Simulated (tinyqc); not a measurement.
# Frequency dispersion of an accumulation capacitance by border traps, distributed model, step by step

tinyqc, about 0.6 s, one thread, Intel Xeon 2.30GHz (shared host): `OMP_NUM_THREADS=1 python tinyqc.py 2202166 2202167 out.jsonl` Printed values are rounded.

Traps spread evenly through the insulator exchange electrons with the semiconductor by tunnelling, with tau(x) = t0 exp(2 ka x) at depth x from the interface. The admittance per area Y seen at depth x obeys dY/dx = -Y^2/(i w eps0 eox) + q Nb ln(1 + i w tau)/tau, with Y(0) = i w Cs and w = 2 pi f; the gate sees Y(tox) = G + i w C. Working variable y = Y/(i w), in uF/cm^2. Cox = eps0 eox/tox.

Inputs (values chosen for the exercise); permittivity close to that of silicon dioxide: relative permittivity of the insulator eox = 4.03; insulator thickness tox = 7.3 nm; semiconductor capacitance in accumulation Cs = 4.1 uF/cm^2; density of border traps Nb = 2.8e19 cm^-3 eV^-1; decay constant of the wave function in the insulator ka = 3.5 1/nm; time constant of a trap at the interface t0 = 1e-9 s; frequency f = 1e5 Hz; depth down to which the steps are taken xe = 1.8 nm.

Constants: q = 1.602176634e-19 C, eps0 = 8.8541878128e-14 F/cm where lengths are in cm. Results are converted to the units shown.

## Scales and lumped estimate

Cox; trap-free value 1/(1/Cox + 1/Cs); response depth d = ln(1/(w t0))/(2 ka), where w tau = 1; lumped estimate: all traps within d act as C_bt = q Nb d placed at d/2, so C = 1/{1/[1/(1/Cs + d/(2 eps0 eox)) + C_bt] + (tox - d/2)/(eps0 eox)}.

Cox = 0.4887997 uF/cm^2
trap-free C = 0.4367327 uF/cm^2
d = 1.053209 nm
C_bt = 0.4724795 uF/cm^2
lumped C = 0.4487079 uF/cm^2

The traps within reach amount to 0.115 Cs and lie in the first 14.4 % of the insulator.

## Midpoint steps through the active depth

In terms of y: dy/dx = -y^2/(eps0 eox) + s(x), s = q Nb ln(1 + z)/z, z = i w tau. 9 midpoint steps of h = xe/9: y_half = y + (h/2) y'(x, y), y(new) = y + h y'(x + h/2, y_half).

```
point  x (nm)      s (uF/(cm^2 nm))         y (uF/cm^2)
0           0  0.4486094-0.0001409i  4.100000+0.000000i
1         0.2  0.4486085-0.0005715i  3.433241-0.000051i
2         0.4  0.4485935-0.0023175i  2.967594-0.000246i
3         0.6  0.4483472-0.0093902i  2.628587-0.001044i
4         0.8  0.4443655-0.0375727i  2.373426-0.004307i
5           1  0.3928089-0.1264707i  2.173597-0.016925i
6         1.2  0.1970149-0.1746476i  1.992223-0.045213i
7         1.4  0.0587052-0.0962636i  1.812151-0.060728i
8         1.6  0.0151235-0.0373712i  1.651391-0.060610i
9         1.8  0.0037689-0.0125857i  1.513779-0.054619i
```

## Capacitance and conductance at the gate

y at xe = 1.513779-0.054619i uF/cm^2

Beyond xe the traps are ignored, so 1/y(tox) = 1/y(xe) + (tox - xe)/(eps0 eox); C = Re y, G/w = -Im y, loss tangent G/(w C).

y at the gate = 0.4542617-0.0049127i uF/cm^2
C = 0.4542617 uF/cm^2
G/w = 0.004912698 uF/cm^2
loss tangent = 0.01081469

A fine integration over the whole insulator gives C = 0.45329 and G/w = 0.005230 uF/cm^2; the coarse G/w is 6.1 % below that. The fine C is 3.8 % above the trap-free value, and the lumped estimate is 1.0 % below the fine result.
